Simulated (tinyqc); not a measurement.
Worked calculation: Hubbard ring of 5 sites. Computed by tinyqc, a small Python program that keeps every step. Settings: hopping = 1.63, U = 11.8, mixing = 1, iteration cap = 82. Command: `OMP_NUM_THREADS=1 python tinyqc.py 20858 20859 out.jsonl` (the two numbers bound the seeds that draw the settings). One thread of a shared host (Intel(R) Xeon(R) Processor @ 2.60GHz), about 0.3 s of CPU time with the checks.

one-body matrix (hopping and site energies) (eV):
```
           1          2          3          4          5
1   0.000000  -1.630000   0.000000   0.000000  -1.630000
2  -1.630000   0.000000  -1.630000   0.000000   0.000000
3   0.000000  -1.630000   0.000000  -1.630000   0.000000
4   0.000000   0.000000  -1.630000   0.000000  -1.630000
5  -1.630000   0.000000   0.000000  -1.630000   0.000000
```

U = 11.800000 eV

electrons, up and down: 2  2

n(up) at the start (a guess, not normalised): 1 0.400000, 2 0.400000, 3 0.400000, 4 0.400000, 5 0.400000

n(down) at the start (a guess): 1 0.400000, 2 0.400000, 3 0.400000, 4 0.400000, 5 0.400000

Each step fills the lowest levels of T + U n(other spin) and sets n(new) = n + mixing (n(out) - n); stop when output and input agree to 1e-8.

Course of the cycle:
```
iteration       E (eV)  largest |n(out) - n(in)|  mean |n_up - n_down|
1           2.08520920                  2.00e-01              0.000000
2           8.07868841                  5.49e-01              0.000000
3           9.75076398                  8.43e-01              0.000000
4          14.40490780                  9.06e-01              0.000000
5          10.71369540                  9.25e-01              0.000000
6          14.74174729                  9.26e-01              0.000000
7          10.74494911                  9.27e-01              0.000000
8          14.75199457                  9.27e-01              0.000000
9          10.74587563                  9.27e-01              0.000000
10         14.75229858                  9.27e-01              0.000000
11         10.74590307                  9.27e-01              0.000000
...                ...                       ...                   ...
72         14.75230787                  9.27e-01              0.000000
73         10.74590391                  9.27e-01              0.000000
74         14.75230787                  9.27e-01              0.000000
75         10.74590391                  9.27e-01              0.000000
76         14.75230787                  9.27e-01              0.000000
77         10.74590391                  9.27e-01              0.000000
78         14.75230787                  9.27e-01              0.000000
79         10.74590391                  9.27e-01              0.000000
80         14.75230787                  9.27e-01              0.000000
81         10.74590391                  9.27e-01              0.000000
82         14.75230787                  9.27e-01              0.000000
```

Can the last value be used, and what does the course show?

Not by the stop rule. Not converged within 82 iterations: the residual has stopped falling: the iteration swings between two states. The lowest mean-field energy found from random starts is -3.58830 eV. Reruns (cap 100 unless said): mixing 0.2: not converged; mixing 0.5: not converged; mixing 0.9: not converged; the original settings with a cap of 400: not converged.
